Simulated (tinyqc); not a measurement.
Six-band Luttinger-Kohn model with strain: sweeps and comparisons. A value that a table varies takes the place of the one given here.

Six-band Luttinger-Kohn model in the basis |3/2,3/2>, |3/2,1/2>, |3/2,-1/2>, |3/2,-3/2>, |1/2,1/2>, |1/2,-1/2>, electron energies, zero at the top of the unstrained valence band. H = -[rows: (P+Q, -S, R, 0, -S/r2, r2 R); (-S*, P-Q, 0, R, -r2 Q, r32 S); (R*, 0, P-Q, S, r32 S*, r2 Q); (0, R*, S*, P+Q, -r2 R*, -S*/r2); (-S*/r2, -r2 Q, r32 S, -r2 R, P+Dso, 0); (r2 R*, r32 S*, r2 Q, -S/r2, 0, P+Dso)], r2 = sqrt(2), r32 = sqrt(3/2). Levels are twofold.

P = c g1 k^2 - av tr(e); Q = c g2 (kx^2 + ky^2 - 2 kz^2) - (b/2)(exx + eyy - 2 ezz); R = c sqrt3 [-g2 (kx^2 - ky^2) + 2i g3 kx ky] + (sqrt3/2) b (exx - eyy) - i d exy; S = 2 c sqrt3 g3 (kx - i ky) kz - d (exz - i eyz); c = hbar^2/2m0, e the strain tensor (not engineering shear).

s11 = (C11 + C12)/((C11 - C12)(C11 + 2 C12)), s12 = -C12/((C11 - C12)(C11 + 2 C12)), s44 = 1/C44; exx = s11 sxx + s12 (syy + szz) and cyclic, exy = s44 sxy/2; tension is positive. A uniaxial stress X along the unit vector n is s_ij = X n_i n_j.

Constants: hbar^2/2m0 = 3.80998211 eV angstrom^2.

Values chosen for the exercise (near those of Si; not measured data):
- Dso = 0.046 eV (spin-orbit splitting)
- g1 = 4.34 (Luttinger gamma1)
- g2 = 0.34 (gamma2)
- g3 = 1.44 (gamma3)
- av = 2.4 eV (valence hydrostatic potential)
- b = -2.18 eV (tetragonal shear potential)
- d = -4.74 eV (trigonal shear potential)
- C11 = 159.9 GPa
- C12 = 66.3 GPa
- C44 = 80.7 GPa
- load = uniaxial [001] (kind of stress)
- X1 = 1.3 GPa (size of the stress)
- E_h = 60 meV (hole energy below the top)
- X = 0.93 GPa (stress)

## Sweep of a uniaxial [001] stress

Edges at k = 0 and curvature masses of the top pair along [100] and [001] (step 0.0002 1/angstrom); at zero stress the top is fourfold and has no single curvature.

Edges and masses:
```
X (GPa)  top (eV)  second (eV)  third (eV)  splitting (meV)  m [100]  m [001]
-2.10      0.0681      -0.0661     -0.0997            134.2    0.272    0.177
-1.40      0.0424      -0.0441     -0.0788             86.5    0.271    0.178
-0.70      0.0182      -0.0220     -0.0593             40.2    0.267    0.181
0.00       0.0000       0.0000     -0.0460              0.0        -        -
0.70       0.0220       0.0020     -0.0528             20.0    0.214    0.273
1.40       0.0441       0.0188     -0.0744             25.3    0.214    0.273
2.10       0.0661       0.0390     -0.0994             27.2    0.214    0.273
```

The splitting reaches 134.2 meV under compression and 27.2 meV under the same tension; linear shear terms alone would make the two equal, and the difference comes from the coupling to the split-off band. At the ends of the sweep the top pair has a mass along [100] of 0.272 under compression and 0.214 under tension, so tension gives the lighter holes along [100]; along [001] it has 0.177 and 0.273. The top edge itself moves by +68 and +66 meV.

## Which stress helps holes along [110]

Each load has size X1 (biaxial: sxx = syy); masses are curvatures of the top pair at k = 0.

Results:
```
load                         splitting (meV)  top edge (meV)  m [110]  m [001]
uniaxial [110], compression             61.1            27.3    0.116    0.270
uniaxial [110], tension                 26.2            36.2    0.364    0.195
uniaxial [100], compression             79.8            38.8    0.215    0.270
uniaxial [100], tension                 24.9            40.9    0.240    0.214
uniaxial [111], compression             56.2            23.5    0.144    0.230
uniaxial [111], tension                 22.7            32.7    0.345    0.230
biaxial (001), compression              24.9             8.9    0.214    0.273
biaxial (001), tension                  79.8            70.8    0.270    0.178
```

The lightest mass along [110] (0.116) comes with uniaxial [110], compression. The largest splitting (79.8 meV) comes with uniaxial [100], compression; biaxial (001), tension. The heaviest mass along [001] (0.273), which lowers the confinement energy in a (001) channel, comes with biaxial (001), compression. The splitting per GPa follows b (s11 - s12) for loads along cube axes and d s44 for [111]: here 2 |b| (s11 - s12) = 46.6 and |d| s44/sqrt3 = 33.9 meV per GPa in the limit of large Dso; where the splitting nears Dso, mixing with the split-off band makes it depend on the sign of the load.

## Warping of the constant-energy contours (six-band Luttinger-Kohn model)

No strain (e = 0). In the plane kz = 0, |k| where the top and second pairs lie E_h below the top, against the angle from [100]; m = c k^2/E_h.

Contours:
```
angle (degrees)  k top (1/angstrom)  k second (1/angstrom)  m top (m0)  m second (m0)
0                            0.0656                 0.0577       0.273          0.211
9                            0.0694                 0.0574       0.306          0.209
18                           0.0812                 0.0571       0.418          0.207
27                           0.1048                 0.0569       0.697          0.206
36                           0.1467                 0.0569       1.367          0.205
45                           0.1820                 0.0568       2.103          0.205
```

The heavy contour reaches 2.775 times as far along [110] as along [100], the light one 0.986 times. The warping follows g3 - g2 = 1.10 and would vanish for g2 = g3. Along [100] the heavy mass is 1/(g1 - 2 g2) = 0.273 at any energy, while the light one is 0.2112, against 1/(g1 + 2 g2) = 0.1992 at the edge, for E_h/Dso = 1.30.

## What each parameter does

Edges at k = 0 under a uniaxial [001] stress X and the curvature mass of the top pair along [100] (step 0.0002 1/angstrom). Each row changes one parameter from the base and keeps the others.

Results:
```
case              top (eV)  second (eV)  third (eV)  mass (m0)
base                0.0293       0.0068     -0.0592      0.214
av = 1.92 eV        0.0278       0.0052     -0.0607      0.214
Dso = 0.055 eV      0.0293       0.0042     -0.0656      0.214
g1 = 5.208          0.0293       0.0068     -0.0592      0.180
X = 0.744 GPa       0.0234       0.0028     -0.0540      0.214
g3 = 1.728          0.0293       0.0068     -0.0592      0.214
C11 = 127.92 GPa    0.0415       0.0161     -0.0779      0.214
C44 = 96.84 GPa     0.0293       0.0068     -0.0592      0.214
```

The largest shifts from the base row, up to three for each result and ties (the steps differ in size, so this ranks the rows, not the parameters). top (eV): C11 +0.0122, X -0.0059, av -0.0015; unchanged at the printed digits by Dso, g1, g3 and C44. second (eV): C11 +0.0093, X -0.0039, Dso -0.0026; unchanged at the printed digits by g1, g3 and C44. third (eV): C11 -0.0187, Dso -0.0064, X +0.0052; unchanged at the printed digits by g1, g3 and C44. mass (m0): g1 -0.033; unchanged at the printed digits by av, Dso, X, g3, C11 and C44. The Luttinger parameters multiply k^2 and cannot move the edges; av shifts all edges alike and leaves the mass.

(tinyqc, `OMP_NUM_THREADS=1 python tinyqc.py 1051539 1051540 out.jsonl`, Intel(R) Xeon(R) Processor @ 2.30GHz, 1 thread, shared host, about 0.05 s.)
